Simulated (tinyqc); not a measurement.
# Capacitances against the distance to each plane

Endless row of lines of width wl, height tl and space sl between grounded planes at distance hd; e2 fills the gaps beside the lines, e1 the rest. Laplace's equation is solved on meshes of 3, 6 and 12 steps per unit u and extrapolated (Aitken), which is good to about 0.2 %. C_even (all lines at 1 V) is the capacitance Cg to the planes; C_odd (neighbours in antiphase) = Cg + 4 Cc if only nearest neighbours couple, which defines Cc; total with quiet neighbours Cg + 2 Cc. Plate values 2 eps0 e1 wl/hd and eps0 e2 tl/sl.

Parameters, values chosen for the exercise:

| symbol | value | unit | meaning |
|---|---|---|---|
| e1 | 3.9 |  | relative permittivity above and below the lines |
| e2 | 1 |  | relative permittivity between the lines |
| wl | 4 | u | line width, in units u |
| tl | 10 | u | line height |
| sl | 6 | u | space between lines |

Constants: eps0 = 8.8541878128e-12 F/m. Results are converted to the units shown.

The same in every row: plate Cc (aF/um) = 14.8.

Capacitances against the distance to each plane:
```
hd (u)	Cg (aF/um)	Cc (aF/um)	Cg + 2 Cc (aF/um)	C_odd (aF/um)	plate Cg (aF/um)	share of coupling, 2 Cc/(Cg + 2 Cc) (%)
2	226	10.4	247	267	138	8.46
3	167	13.6	194	221	92.1	14.0
4	134	16.9	168	201	69.1	20.1
5	112	20.0	152	192	55.3	26.3
6	96.4	22.7	142	187	46.0	32.0
8	75.3	27.0	129	183	34.5	41.7
10	61.9	30.1	122	182	27.6	49.3
```

As hd goes from 2 to 10, Cg falls from 226 to 61.9 aF/um, Cc rises from 10.4 to 30.1 aF/um and the share of coupling rises from 8.46 to 49.3 %. Cg is 1.63 times its plate value in the first row and 2.24 times in the last; for Cc the ratios are 0.707 and 2.04. Neighbours in antiphase raise the load by a factor of 1.08 and 1.49 over quiet ones. For hd = 10 the planes are farther than 0.8 of the pitch, so second neighbours couple too and Cg + 2 Cc understates the quiet load by a per cent or more.

Numbers from tinyqc (`OMP_NUM_THREADS=1 python tinyqc.py 2790137 2790138 out.jsonl`; about 0.5 s on one thread of a shared Intel Xeon 2.30GHz).
